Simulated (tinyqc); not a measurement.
p-n diode, drift-diffusion by the Gummel loop with Scharfetter-Gummel fluxes: one step of the calculation.

Abrupt junction at x = 0, p side from -Lp, n side to Ln, ohmic contacts. psi is counted from the intrinsic level; n = ni exp((psi - phin)/Vt), p = ni exp((phip - psi)/Vt). Contacts: p side psi = V - Vt ln(Na/ni), p = Na, n = ni^2/Na; n side psi = Vt ln(Nd/ni), n = Nd, p = ni^2/Nd. Constant mobilities, D = mu Vt, Boltzmann statistics, SRH recombination through a mid-gap level, U = (n p - ni^2)/(tp (n + ni) + tn (p + ni)). Current is positive from the p contact to the n contact.

Question. Poisson equation. With phin and phip held, solve a_i (psi_(i+1) - psi_i) - a_(i-1) (psi_i - psi_(i-1)) + q w_i (p_i - n_i + C_i) = 0 for the inner nodes by Newton steps to convergence; a_i = eps0 eps_r/h_i, h_i = x_(i+1) - x_i, w_i = (h_(i-1) + h_i)/2, C = -Na or +Nd.

Parameters, values chosen for the exercise; band and dielectric values close to those of In0.53Ga0.47As:
```
symbol   value   unit                         meaning
T          350      K                     temperature
eps_r     13.7                  relative permittivity
Na      2.5e16  cm^-3  acceptor density of the p side
Nd      5.2e15  cm^-3     donor density of the n side
V         0.28      V           bias of the p contact
```

Constants: q = 1.602176634e-19 C, kB = 1.380649e-23 J/K, Vt = kB T/q, eps0 = 8.8541878128e-14 F/cm where lengths are in cm. Results are converted to the units shown.

```
node  x (nm)  phin at the start (V)  phip at the start (V)
0      -1200                   0.28                   0.28
1       -793                      0                   0.28
2       -501                      0                   0.28
3       -293                      0                   0.28
4       -144                      0                   0.28
5        -38                      0                   0.28
6         38                      0                   0.28
7        204                      0                   0.28
8        568                      0                   0.28
9       1360                      0                   0.28
10      3100                      0                   0.28
11      6900                      0                      0
```

ni = 6.3391157e12 cm^-3

Find: psi; n after Poisson; p after Poisson.

Answer.

```
node  psi (V)  n after Poisson (cm^-3)  p after Poisson (cm^-3)
0      0.0303                  1.607e9                 2.500e16
1      0.0303                 1.728e13                 2.502e16
2      0.0303                 1.728e13                 2.502e16
3      0.0303                 1.730e13                 2.499e16
4      0.0311                 1.777e13                 2.433e16
5      0.0439                 2.720e13                 1.590e16
6      0.1365                 5.856e14                 7.384e14
7      0.1967                 4.311e15                 1.003e14
8      0.2027                 5.261e15                 8.219e13
9      0.2028                 5.282e15                 8.187e13
10     0.2028                 5.282e15                 8.186e13
11     0.2024                 5.200e15                  7.728e9
```

Program tinyqc, `OMP_NUM_THREADS=1 python tinyqc.py 2240091 2240092 out.jsonl`; Intel Xeon 2.30GHz, shared host, one thread, about 0.2 s.
